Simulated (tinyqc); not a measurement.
What each parameter does: heterojunction of two tight-binding chains.

Left chain: hopping -t1, sites at 2 t1 (band bottom 0). Right chain: hopping -t2, sites at dE + 2 t2 (bottom dE). t = c/(m a^2), c = hbar^2/2m0. The bond across the interface is -tc with tc = f sqrt(t1 t2), and the last left site has the extra energy U. In a chain E = bottom + 2t (1 - cos(ka)); the surface Green function of a half chain is g = -exp(ika)/t, with Im k > 0 where cos(ka) > 1.

Constants: hbar^2/2m0 = 3.80998211 eV angstrom^2.

Inputs chosen for the exercise (masses and offset of the size met at InAs / GaSb; not measured data): a = 3 angstrom (site spacing); m1 = 0.028 m0 (mass on the left); m2 = 0.037 m0 (mass on the right); dE = 1.05 eV (band offset); f = 1 (factor on the interface hopping); U = 0 eV (extra energy on the last left site); E = 1.065 eV (electron energy).

T = 4 Im(S1) Im(S2) |G|^2 with G = 1/(E - 2 t1 - U - S1 - S2), S1 = -t1 exp(i k1 a), S2 = -(tc^2/t2) exp(i k2 a).

Results for these values:
```
case       T    k1 a    k2 a
base  0.4197  0.2662  0.0362
```

What happens to each result for U = 0.2 eV, all else kept?

Answer: T rises from 0.4197 to 0.4232; k1 a does not change at the printed digits; k2 a does not change at the printed digits.

The same for each parameter in turn:
```
case                   T    k1 a    k2 a
base              0.4197  0.2662  0.0362
m1 = 0.0336 m0    0.3907  0.2918  0.0362
m2 = 0.0444 m0    0.4495  0.2662  0.0397
dE = 1 eV         0.6859  0.2662  0.0754
f = 0.9           0.2815  0.2662  0.0362
U = 0.2 eV        0.4232  0.2662  0.0362
a = 2.4 angstrom  0.4208  0.2127  0.0290
```

Program tinyqc; command `OMP_NUM_THREADS=1 python tinyqc.py 1480336 1480337 out.jsonl`; about 0.01 s on one thread of a shared Intel(R) Xeon(R) Processor @ 2.30GHz.
